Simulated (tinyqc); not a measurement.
Trap density from the leakage.

Problem. Trap-assisted leakage is J = q Nt times the integral over x of the rate through one trap. Find Nt, the areal density Nt t and the mean in-plane spacing (Nt t)^(-1/2).

Parameters, values chosen for the exercise:
- t = 5.7 nm (thickness)

Constants: q = 1.602176634e-19 C. Results are converted to the units shown.

J = 1.6199992e-7 A/cm^2
integral of the rate over x = 11.895576 nm/s

Solution. J is proportional to Nt.

Nt = 8.500e17 cm^-3
Nt t = 4.845e11 cm^-2
in-plane spacing = 14.37 nm

Program tinyqc, `OMP_NUM_THREADS=1 python tinyqc.py 2370083 2370084 out.jsonl`; Intel Xeon 2.30GHz, shared host, one thread, about 0.03 s.
